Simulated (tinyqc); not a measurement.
# Input admittance of a MOSFET at zero drain bias: distributed channel and distributed gate: what changes with what

Source and drain grounded, strong inversion, w = 2 pi f, Cox = eps0 eox/tox. The channel is an RC line of resistance 1/(mu Cox Vo) per square fed from both ends, so one finger has the intrinsic admittance y = i w Cox L tanh(g)/g per width, g = (1/2) sqrt(i w tau), tau = L^2/(mu Vo). The vertical resistance rv/L is in series with y, the overlaps 2 i w Cov in parallel: y_t = 1/(1/y + rv/L) + 2 i w Cov. The gate strip is a line of Rsh/L per length loaded by y_t, so a finger has Y = y_t Wf tanh(k)/k, k = (Wf/sd) sqrt(y_t Rsh/L); the device has Nf Y.

Inputs (values chosen for the exercise); values of the order met in silicon radio-frequency transistors:
- eox = 3.9 (relative permittivity of the gate insulator (close to silicon dioxide))
- tox = 2.8 nm (insulator thickness)
- L = 0.27 um (channel length)
- Wf = 1.8 um (finger width)
- Nf = 1 (number of fingers)
- mu = 110 cm^2/(V s) (channel mobility)
- Vo = 0.22 V (gate overdrive)
- Rsh = 16 ohm/square (sheet resistance of the gate)
- rv = 0 ohm um^2 (vertical resistivity of the gate stack)
- sd = 2 (number of ends at which a finger is contacted)
- Cov = 0.24 fF/um (overlap and fringe capacitance on each side)
- f = 4.1 GHz (frequency)

Constants: eps0 = 8.8541878128e-14 F/cm where lengths are in cm. Results are converted to the units shown.

Each table varies one quantity; the others keep the values above.

## Input impedance against frequency

Low-frequency limits, with c = Cox L and ct = c + 2 Cov: R_strip = Rsh Wf/(3 sd^2 L Nf), R_ch = (c/ct)^2 L/(12 mu Cox Vo Wf Nf), R_vert = (c/ct)^2 rv/(L Wf Nf), C = ct Wf Nf. Z = 1/(Nf Y) = R + 1/(i w C), Q = |Im Z|/R, far-point signal |1/cosh k|.

The same in every row: low-frequency R (ohm) = 328.8.

Input impedance against frequency:

| f (GHz) | w tau | \|k\| | R (ohm) | C (fF) | Q | signal at the far point |
|---|---|---|---|---|---|---|
| 0.04 | 0.007571 | 0.006779 | 328.8 | 6.858 | 1764 | 1.000 |
| 0.1 | 0.01893 | 0.01072 | 328.8 | 6.858 | 705.8 | 1.000 |
| 0.3 | 0.05678 | 0.01857 | 328.8 | 6.858 | 235.3 | 1.000 |
| 0.8 | 0.1514 | 0.03032 | 328.8 | 6.857 | 88.23 | 1.000 |
| 2 | 0.3785 | 0.04792 | 328.8 | 6.856 | 35.30 | 1.000 |
| 6 | 1.136 | 0.08278 | 328.5 | 6.840 | 11.81 | 0.9997 |
| 20 | 3.785 | 0.1470 | 325.0 | 6.671 | 3.671 | 0.9972 |
| 50 | 9.464 | 0.2080 | 306.4 | 5.899 | 1.761 | 0.9895 |
| 100 | 18.93 | 0.2485 | 257.6 | 4.509 | 1.370 | 0.9823 |

R falls from 329 to 258 ohm and C falls from 6.86 to 4.51 fF. Q goes as f^(-1.00) between the first two rows and f^(-0.36) between the last two, where w tau = 18.9 and |k| = 0.249. The low-frequency limits hold both R and C within 5 % up to f = 20 GHz among the rows.

## Effect of the channel length

Same model as above.

Result of one run:

| L (um) | w tau | \|k\| | R (ohm) | low-frequency R (ohm) | C (fF) | Q | signal at the far point |
|---|---|---|---|---|---|---|---|
| 0.11 | 0.12881 | 0.074658 | 114.91 | 114.92 | 3.3057 | 102.19 | 0.99998 |

What becomes of these results when the channel length L is changed from 0.11 to 0.8 um, all else the same?

Result of the changed run:

| L (um) | w tau | \|k\| | R (ohm) | low-frequency R (ohm) | C (fF) | Q | signal at the far point |
|---|---|---|---|---|---|---|---|
| 0.8 | 6.8128 | 0.060078 | 1104.2 | 1131.5 | 17.351 | 2.0261 | 0.99920 |

The whole series:

| L (um) | w tau | \|k\| | R (ohm) | low-frequency R (ohm) | C (fF) | Q | signal at the far point |
|---|---|---|---|---|---|---|---|
| 0.03 | 0.0095806 | 0.097259 | 88.817 | 88.817 | 1.5300 | 285.67 | 0.99999 |
| 0.058 | 0.035810 | 0.082948 | 73.599 | 73.599 | 2.1515 | 245.14 | 0.99999 |
| 0.11 | 0.12881 | 0.074658 | 114.91 | 114.92 | 3.3057 | 102.19 | 0.99998 |
| 0.22 | 0.51522 | 0.069570 | 257.23 | 257.29 | 5.7446 | 26.270 | 0.99991 |
| 0.42 | 1.8778 | 0.066529 | 550.10 | 551.41 | 10.123 | 6.9709 | 0.99969 |
| 0.8 | 6.8128 | 0.060078 | 1104.2 | 1131.5 | 17.351 | 2.0261 | 0.99920 |
| 1.6 | 27.251 | 0.041431 | 1824.9 | 2367.0 | 20.608 | 1.0322 | 0.99940 |
| 3 | 95.806 | 0.029641 | 1845.2 | 4536.0 | 19.266 | 1.0919 | 0.99970 |

As L goes from 0.03 to 3, R goes from 88.8 through a minimum of 73.6 (at L = 0.058 among the rows listed) to 1850 ohm, C goes from 1.53 through a maximum of 20.6 (at L = 1.6 among the rows listed) to 19.3 fF and Q goes from 286 through a minimum of 1.03 (at L = 1.6 among the rows listed) to 1.09. R_strip falls as 1/L while R_ch grows with L, which gives the minimum of R.

Program tinyqc, `OMP_NUM_THREADS=1 python tinyqc.py 2262154 2262155 out.jsonl`; Intel Xeon 2.30GHz, shared host, one thread, about 0.01 s.
